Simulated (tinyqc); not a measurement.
Limits of the phonon part: Bloch-Grueneisen resistivity of a metal. Computed by tinyqc, a small Python program. Command: `OMP_NUM_THREADS=1 python tinyqc.py 3010694 3010695 out.jsonl bg walk`. One thread of a shared host (Intel(R) Xeon(R) Processor @ 2.30GHz), about 0.01 s of CPU time with the checks.

Electrons scatter from a Debye spectrum of phonons (n = 5 for scattering within one band, n = 3 for scattering into a second, heavy band) and from static defects.

Inputs (values chosen for the exercise, modelled on molybdenum):
```
quantity                      value            unit
exponent n                        5               -
Debye temperature Theta         372               K
transport coupling lambda_tr   0.35               -
Drude plasma energy hbar w_p    8.4              eV
residual resistivity rho_0    0.024     microohm cm
coefficient A of T^2            1.1  picoohm cm/K^2
```

Addition: T^2 term.

Constants: k_B = 1.380649e-23 J/K; hbar = 1.054571817e-34 J s; eps_0 = 8.8541878128e-12 F/m; hbar = 6.582119569e-16 eV s.

Method:
- J_n(y) = int_0^y x^n e^x/(e^x - 1)^2 dx, by 96 Gauss-Legendre points (upper limit at most 60).
- rho_ph = (n - 1) rho_1 (T/Theta)^n J_n(Theta/T), with rho_1 = 2 pi lambda_tr k_B Theta/(hbar eps_0 w_p^2), the high-temperature line at T = Theta.
- rho = rho_0 + A T^2 + rho_ph.
- Low T: (n - 1) n! zeta(n) rho_1 (T/Theta)^n. High T: rho_1 (T/Theta) [1 - (n - 1)/(12 (n + 1)) (Theta/T)^2].

Resistivities (microohm cm):
```
T (K)      rho_ph   low-T law  straight line  line with correction   total rho
11     8.3572e-05  8.3572e-05          0.220                     -  2.4217e-02
19     1.2848e-03  1.2849e-03          0.379                     -  2.5682e-02
30     1.2418e-02  1.2610e-02          0.599                     -  3.7408e-02
45     8.0237e-02  9.5755e-02          0.898                     -  1.0646e-01
74     4.7047e-01  1.1515e+00          1.477                     -  5.0049e-01
130    1.7014e+00  1.9267e+01          2.596                 1.415  1.7440e+00
190    3.0890e+00  1.2849e+02          3.793                 2.986  3.1527e+00
300    5.5061e+00  1.2610e+03          5.990                 5.478  5.6291e+00
450    8.6519e+00  9.5755e+03          8.984                 8.643  8.8987e+00
740    1.4569e+01  1.1515e+05         14.774                14.567  1.5195e+01
```

What follows from these numbers?

The low-T law holds to 10 % up to 30 K, the straight line from 300 K on. The local exponent of rho_ph falls from 5.00 to 1.05. Phonons overtake the residual resistivity between 30.0 and 45.0 K. The T^2 term exceeds rho_ph up to 11 K among these rows.

Extremes, crossings and ranges named in words are read from the listed rows.
